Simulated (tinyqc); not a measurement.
What moves the results: tunnelling through a thin dielectric with one trap, as a tight-binding chain. A value that a table varies takes the place of the one given here.

Hopping -t everywhere, t = c/(m a^2), c = hbar^2/2m0; lead sites at 2t (band bottom 0), barrier sites 1 to N at 2t + phi, and site j has U besides. No voltage. Leads give S = -t exp(ika) on sites 1 and N, cos(ka) = 1 - E/(2t). T = (2 t sin(ka))^2 |G_1N|^2, G = (E - H - S)^-1. In the barrier cosh(q a) = 1 + (phi - E)/(2t).

Resonance: the lowest eigenvalue of H + S(E), iterated until its real part equals E (40 rounds from Eb = phi + 2t - sqrt(4t^2 + U^2), the level in an endless barrier). With v the normalised squared amplitudes of that state, Gamma_L = 2 t sin(ka) v_1, Gamma_R = 2 t sin(ka) v_N; Breit-Wigner T = Gamma_L Gamma_R/((E - Er)^2 + (Gamma_L + Gamma_R)^2/4).

Constants: hbar^2/2m0 = 3.80998211 eV angstrom^2.

Parameters, chosen for this exercise (barrier and mass of the size used for SiO2 on silicon; not measured data): a = 2.5 angstrom (site spacing); m = 0.42 m0 (mass, the same in leads and barrier); phi = 3.13 eV (conduction edge of the barrier above that of the leads); N = 10 (barrier sites); j = 4 (site of the trap); U = -3.42 eV (extra energy on the trap site); E = 1.01 eV (electron energy).

## Transmission around the level

Er = 1.54759 eV

widths (meV): left 4.5459, right 0.011146

Energies Er + x (Gamma_L + Gamma_R).

T:
```
x     E (eV)     chain  Breit-Wigner   no trap
-8.0  1.5111  3.22e-05      3.80e-05  6.09e-09
-3.0  1.5339  0.000248      0.000264  6.89e-09
-1.0  1.5430   0.00191       0.00195  7.25e-09
-0.5  1.5453   0.00483       0.00488  7.34e-09
0.0   1.5476   0.00976       0.00976  7.43e-09
0.5   1.5499   0.00494       0.00488  7.52e-09
1.0   1.5521   0.00200       0.00195  7.62e-09
3.0   1.5613  0.000281      0.000264  8.01e-09
8.0   1.5840  4.50e-05      3.80e-05  9.09e-09
```

At Er the chain gives 0.00976, 1.31e+06 times the value without trap, and Breit-Wigner 0.00976. In the wings the single pole gives 1.18 times the chain value at x = -8 and 0.844 times at x = 8, because the widths and the level shift change with energy.

## Where a trap does most harm

The trap is moved through the barrier. The area under the resonance, 2 pi Gamma_L Gamma_R/(Gamma_L + Gamma_R), sets the current through it.

Against position:
```
j  Er (eV)  Gamma_L (meV)  Gamma_R (meV)      peak  area (meV)
3   1.5512           34.1        0.00153  0.000180     0.00964
4   1.5476           4.55         0.0111   0.00976      0.0699
5   1.5471          0.611         0.0824     0.419       0.456
6   1.5471         0.0824          0.611     0.419       0.456
7   1.5476         0.0111           4.55   0.00976      0.0699
8   1.5512        0.00153           34.1  0.000180     0.00964
```

The area is largest at j = 5 and 6 (0.456 meV) and 47.4 times smaller at j = 3: the slower of the two steps limits the current, so traps in the middle carry most. Each site towards a lead multiplies its width by about 7.42, close to exp(2 q a) = 7.42 at Eb.

## Direct against trap-assisted paths

N odd, the trap in the middle, j = (N + 1)/2. Direct T is that without trap at the energy Er; area = 2 pi Gamma_L Gamma_R/(Gamma_L + Gamma_R). The exponents are the slopes of the logarithms between the last two rows, per angstrom.

Against thickness:
```
N   N a (angstrom)  Er (eV)  direct T  area (meV)
5             12.5   1.5549  0.000170         108
7             17.5   1.5482  3.04e-06        14.3
9             22.5   1.5472  5.50e-08        1.92
11            27.5   1.5470  9.99e-10       0.259
13            32.5   1.5470  1.82e-11      0.0349
15            37.5   1.5470  3.30e-13     0.00470
17            42.5   1.5470  6.00e-15    0.000634
```

exponents (1/angstrom): direct 0.8015, through the trap 0.4008

The direct path falls as exp(-0.802 d) and the path through a central trap as exp(-0.401 d), 2.00 times more slowly, since each step crosses half the layer. From 5 to 17 sites the first loses 10.5 decades and the second 5.2: in thicker layers even few traps rule the leakage. Inelastic capture with phonons is left out.

## What each parameter does

Resonance and log10 T at E. Each row changes one parameter from the base and keeps the others.

Results:
```
case           Er (eV)  Gamma_L (meV)  Gamma_R (meV)  log10 T
base            1.5476          4.546        0.01115   -7.788
m = 0.386 m0    1.6341          6.764        0.02424   -7.542
phi = 3.23 eV   1.6477          4.493        0.01102   -8.116
N = 11          1.5476          4.546       0.001503   -8.782
j = 3           1.5512          34.14       0.001534   -7.786
U = -3.317 eV   1.6258          5.045        0.01422   -7.910
```

The largest shifts from the base row, up to three for each result and ties (the steps differ in size, so this ranks the rows, not the parameters). Er (eV): phi +0.1001, m +0.0866, U +0.0782; unchanged at the printed digits by N. Gamma_L (meV): j +29.6, m +2.22, U +0.499; unchanged at the printed digits by N. Gamma_R (meV): m +0.0131, N -0.00964, j -0.00961. log10 T: N -0.995, phi -0.329, m +0.246.

tinyqc: `OMP_NUM_THREADS=1 python tinyqc.py 1450723 1450724 out.jsonl`; about 0.06 s, one thread, shared Intel(R) Xeon(R) Processor @ 2.30GHz.
